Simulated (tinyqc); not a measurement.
Inside a calculation. Model: rapid thermal processing of a wafer: radiative balance, ramp and cooling, pattern effects, pyrometer error and spike budget. Computed by tinyqc, a small Python program that keeps every step. Command: `OMP_NUM_THREADS=1 python tinyqc.py 3111417 3111418 out.jsonl rtp walk`. One thread of a shared host (Intel(R) Xeon(R) Processor @ 2.30GHz), about 0.04 s of CPU time with the checks. Intermediate numbers are printed to about 6 digits and carried at full precision; extremes and crossings named in words are read from the listed rows.

The wafer is opaque and uniform through its thickness unless said otherwise; temperatures in formulas are in kelvin (C + 273.15). sigma = 5.670374419e-12 W/(cm^2 K^4).

Inputs (values chosen for the exercise, modelled on a hot silicon wafer):
```
quantity                                              value         unit
wafer thickness d                                       625   micrometre
heat capacity per volume C                             2.18   J/(cm^3 K)
thermal conductivity k                                  0.3     W/(cm K)
emissivity eps of each face                            0.71            -
reflectivity of the chamber walls r                    0.69            -
gas heat-transfer coefficient h, both faces together    2.3  mW/(cm^2 K)
wall temperature T_w                                    350            K
process temperature                                     685            C
starting temperature                                    550            C
ramp rate                                               370          K/s
relative change of absorptivity over a pattern          9.6            %
period of the pattern                                   2.7           mm
pyrometer wavelength                                    3.8   micrometre
error of the assumed emissivity                         8.8            %
activation energy of the process E_a                   3.46           eV
```

Constants: k_B = 8.617333262e-05 eV/K; h = 6.62607015e-34 J s; c = 299792458 m/s; k_B = 1.380649e-23 J/K.

## Power to hold and to ramp

Effective emissivity between parallel grey plates: eps_eff = 1/(1/eps + 1/(1 - r) - 1). Loss per area q(T) = 2 eps_eff sigma (T^4 - T_w^4) + h (T - T_w). Absorbed power during a ramp = q(T) + C d x ramp rate; thermal time constant tau = C d/(dq/dT), dq/dT = 8 eps_eff sigma T^3 + h; natural cooling rate q/(C d); front-to-back difference under one-sided heating at the end of the ramp = (absorbed power) d/(2 k).

eps_eff = 0.275159

holding power q = 3.98194 W/cm^2

power at the end of the ramp = 54.3944 W/cm^2

dq/dT = 13.2796 mW/(cm^2 K)

time constant tau = 10.2601 s

natural cooling rate = 29.2253 K/s

front-to-back difference = 5.66609 K

Radiation carries 65 % of the loss. The ramp needs 13.7 times the holding power.

## Cooling curve

Cooling with the lamps off: C d dT/dt = -q(T), integrated adaptively (relative tolerance 1e-10).

Lamps off at t = 0:
```
t (s)    T (C)  cooling rate (K/s)
1.0    657.122             26.6043
2.1    629.235             24.1675
4.1    584.606             20.6254
7.2    527.200             16.6560
10.0   484.348             14.0759
15.0   422.588             10.8589
26.0   327.667              6.8747
41.0   246.922              4.2028
```

The rate falls from 29.2 K/s at t = 0 to 4.20 K/s in the last row.

## Thermal budget of a spike

Spike anneal: linear ramp to the peak, then lamps off. Equivalent time at the peak = int exp(-(E_a/k_B)(1/T - 1/T_peak)) dt; estimate (k_B T^2/E_a)(1/ramp rate + 1/cooling rate). The ramp part uses 4000 trapezoid steps, the cooling part 4000 steps over 4 tau. Time within 50 K of the peak from the same curves.

equivalent time, ramp = 0.0589946 s

equivalent time, cooling = 0.804396 s

equivalent time, total = 0.863390 s

estimate = 0.844154 s

time within 50 K of the peak = 1.99897 s

Cooling supplies 93 % of the budget.

## What a faster ramp buys

The formulas are those given above.

Against the ramp rate:
```
ramp (K/s)  ramp part (s)  cooling part (s)  total (s)  power at the peak (W/cm^2)
10                2.18280          0.804396    2.98720                       5.344
25                0.87312          0.804396    1.67752                       7.388
50                0.43656          0.804396    1.24096                      10.794
100               0.21828          0.804396    1.02268                      17.607
250               0.08731          0.804396    0.89171                      38.044
500               0.04366          0.804396    0.84805                      72.107
1000              0.02183          0.804396    0.82622                     140.232
```

From 10 to 100 K/s the total falls by a factor 2.9, from 100 to 1000 K/s by 1.24: the cooling part, 0.804 s, is a floor, and the natural cooling rate here is 29.2 K/s.

## Pattern effect

At steady state a sinusoidal change of absorbed power of relative amplitude a and period p gives the temperature amplitude a q/(dq/dT + k d (2 pi/p)^2); healing length l = sqrt(k d/(dq/dT)); process change = E_a dT/(k_B T^2). Emissivity is taken as unchanged.

healing length l = 11.8825 mm

amplitude without lateral conduction = 28.7860 K

amplitude = 0.0375980 K

change of the process rate = 0.164438 %

Lateral conduction cuts the amplitude to 0.13 %, since p/(2 pi l) = 0.036.

## Pyrometer error

Signal proportional to eps/(exp(c2/(lambda T)) - 1), c2 = h c/k_B. If the assumed emissivity is too high by the given error, the reading T' solves (1 + error)/(exp(c2/(lambda T')) - 1) = 1/(exp(c2/(lambda T)) - 1). Wien estimate: T' - T = -lambda T^2 ln(1 + error)/c2. Process rates go as exp(-E_a/(k_B T)).

c2 = 14387.8 micrometre K

c2/(lambda T) = 3.95163

reading less true temperature = -19.6610 K

Wien estimate = -20.4502 K

rate at T over rate at T', less 1 = 140.584 %

Caution: below about 600 C lightly doped silicon is partly transparent at this wavelength, so its emissivity is not yet the hot value early in the ramp.

Checks made by the program: cooling time against quadrature of C d dT/q (relative difference 4e-08).
